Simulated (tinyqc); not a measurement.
Telling the models apart: thermal, flicker and telegraph noise of a field-effect transistor. Computed by tinyqc, a small Python program. Command: `OMP_NUM_THREADS=1 python tinyqc.py 3023785 3023786 out.jsonl noise walk`. One thread of a shared host (Intel(R) Xeon(R) Processor @ 2.30GHz), about 0.01 s of CPU time with the checks.

Strong inversion, threshold roll-off and channel-length modulation left out; noise sources are uncorrelated and are given as one-sided spectral densities. The drain voltage is 50 mV.

Inputs (values chosen for the exercise, modelled on a silicon n-channel):

| quantity | value | unit |
|---|---|---|
| width W | 0.47 | micrometre |
| length L | 180 | nm |
| electrical oxide thickness t | 4.6 | nm |
| mobility mu | 180 | cm^2/(V s) |
| oxide trap density N_t | 1.3e+18 | 1/(eV cm^3) |
| oxide barrier phi | 2.3 | eV |
| oxide mass m_ox | 0.31 | m_0 |
| frequency f | 20 | Hz |
| temperature T | 400 | K |

Operating region: linear. Flicker model: number fluctuation.

Constants: eps_0 = 8.8541878128e-12 F/m; hbar = 1.054571817e-34 J s; m_0 = 9.1093837015e-31 kg; e = 1.602176634e-19 C; k_B = 8.617333262e-05 eV/K.

Method. C_ox = 3.9 eps_0/t; I = mu C_ox (W/L) V_ov V_D; g_m = I/V_ov; g_d0 = I/V_D. Tunnelling length lambda = hbar/(2 sqrt(2 m_ox phi)); flat-band noise S_Vfb = e^2 k_B T lambda N_t/(W L C_ox^2 f). S_I = g_m^2 S_Vfb.

Against the overdrive:

| V_ov (V) | I (microampere) | (g_m/I)^2 (1/V^2) | S_I/I^2 (1/Hz) | S_I/g_m^2 (V^2/Hz) |
|---|---|---|---|---|
| 0.20 | 3.528 | 25.000 | 3.4859e-08 | 1.3944e-09 |
| 0.25 | 4.410 | 16.000 | 2.2310e-08 | 1.3944e-09 |
| 0.32 | 5.645 | 9.766 | 1.3617e-08 | 1.3944e-09 |
| 0.40 | 7.056 | 6.250 | 8.7147e-09 | 1.3944e-09 |
| 0.50 | 8.821 | 4.000 | 5.5774e-09 | 1.3944e-09 |
| 0.63 | 11.114 | 2.520 | 3.5131e-09 | 1.3944e-09 |
| 0.80 | 14.113 | 1.562 | 2.1787e-09 | 1.3944e-09 |
| 1.00 | 17.641 | 1.000 | 1.3944e-09 | 1.3944e-09 |

What does the comparison show, and why?

S_I/I^2 falls as V_ov^-2.00 at first and V_ov^-2.00 at the end; (g_m/I)^2 as V_ov^-2.00 and V_ov^-2.00. The two run parallel and the input-referred noise is flat: the mark of pure number fluctuation.
